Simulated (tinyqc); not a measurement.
Solubility, supersaturation, precipitation and gettering of an impurity in a silicon-like host: one step, computed by the program tinyqc. Command: `OMP_NUM_THREADS=1 python tinyqc.py 3022994 3022995 out.jsonl ripen walk`. One thread of a shared host (Intel(R) Xeon(R) Processor @ 2.30GHz), about 0.01 s of CPU time with the checks.

The wafer was saturated at T1 and is then held at T.

Question. Growing precipitates. Growing sinks: with y = r/r_f and y0 = r0/r_f, dy/dt = (1 - y^3)/(3 tau_f y), which integrates to t/tau_f = F(y) - F(y0), F(y) = (1/2) ln[(1 + y + y^2)/(1 - y)^2] - sqrt(3) arctan[(2y + 1)/sqrt(3)]; the share of the excess left is (1 - y^3)/(1 - y0^3), and C(t) = C_eq + (C0 - C_eq) x share.

Inputs (values chosen for the exercise, modelled on iron in silicon):
```
quantity                      value  unit
temperature of saturation T1   1475     K
anneal temperature T            878     K
initial sink radius r0           26    nm
anneal time t                   6.8     s
```

final radius r_f = 36.31366 nm

tau_f = 41.32634 s

C_eq(T) = 7.349675e+08 1/cm^3

C0 = 6.855998e+15 1/cm^3

Give: radius at t; share of the excess left; C(t) with growing sinks.

Answer.

radius at t = 27.61 nm

share of the excess left = 0.8855

C(t) with growing sinks = 6.071e+15 1/cm^3

11.4 % of the excess has precipitated. Caution: the barrier to homogeneous nucleation is below 35 k_B T for these inputs, so new precipitates would form and outnumber the fixed sinks assumed here.
